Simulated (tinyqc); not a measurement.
# A spin-degenerate level with charging energy between two leads, rate equations: shape of a conductance peak

States 0, up, down and 2 with energies 0, e1 - Ez/2, e1 + Ez/2 and 2 e1 + U. mu_L = +V/2, mu_R = -V/2 (meV), f(x) = 1/(1 + exp(x/kB T)). A transition that adds one electron of given spin at the energy E has the rate G f(E - mu) from each lead, and its reverse G [1 - f(E - mu)]. I counts electrons leaving the left lead, times q.

Transition energies: 0-up e1 - Ez/2, 0-down e1 + Ez/2, up-2 e1 + U + Ez/2, down-2 e1 + U - Ez/2. dp/dt = W p; W_ji is the rate from state i to j, and each column sums to zero. Steady state: W p = 0 with sum p = 1. I = q GL sum over transitions i-j of [fL p_i - (1 - fL) p_j]. The conductance is dI/dV at V = 0; the last column divides it by q^2 GL GR/((GL + GR) 4 kB T), the peak of one spinless level.

Values chosen for this exercise: charging energy of the second electron U = 9.5 meV; tunnel rate to the left lead GL = 0.07 1/ns; tunnel rate to the right lead GR = 0.094 1/ns; temperature T = 2.5 K; Zeeman splitting Ez = 0 meV.

Constants: q = 1.602176634e-19 C, kB = 1.380649e-23 J/K, Vt = kB T/q. Results are converted to the units shown.

Result of one run:

| e1 (meV) | dI/dV (nS) | mean number | scaled |
|---|---|---|---|
| -0.517 | 2.374 | 0.9566 | 0.3183 |

What becomes of these results when the level e1 is changed from -0.517 to 0.862 meV, all else the same?

Result of the changed run:

| e1 (meV) | dI/dV (nS) | mean number | scaled |
|---|---|---|---|
| 0.862 | 1.034 | 0.03529 | 0.1386 |

The whole series:

| e1 (meV) | dI/dV (nS) | mean number | scaled |
|---|---|---|---|
| -0.862 | 0.5312 | 0.9909 | 0.07121 |
| -0.689 | 1.147 | 0.9800 | 0.1538 |
| -0.517 | 2.374 | 0.9566 | 0.3183 |
| -0.345 | 4.548 | 0.9084 | 0.6097 |
| -0.172 | 7.560 | 0.8163 | 1.013 |
| 0 | 9.946 | 0.6667 | 1.333 |
| 0.172 | 9.748 | 0.4737 | 1.307 |
| 0.345 | 7.136 | 0.2874 | 0.9566 |
| 0.517 | 4.202 | 0.1536 | 0.5633 |
| 0.689 | 2.165 | 0.07550 | 0.2902 |
| 0.862 | 1.034 | 0.03529 | 0.1386 |

The conductance peaks at e1 = 0 meV among the rows, with the scaled height 1.33. For U >> kB T the 0-1 peak lies at e1 = +(kB T/2) ln 2 = 0.0747 meV, with the height 8/(1 + sqrt 2)^2 = 1.373: two spin states on one side of the transition and one state on the other shift and raise it.

Range of the model: Rate equations need hbar G well below kB T; cotunnelling and the Kondo effect are left out.

Numbers from tinyqc (`OMP_NUM_THREADS=1 python tinyqc.py 2780126 2780127 out.jsonl`; about 0.01 s on one thread of a shared Intel Xeon 2.30GHz).
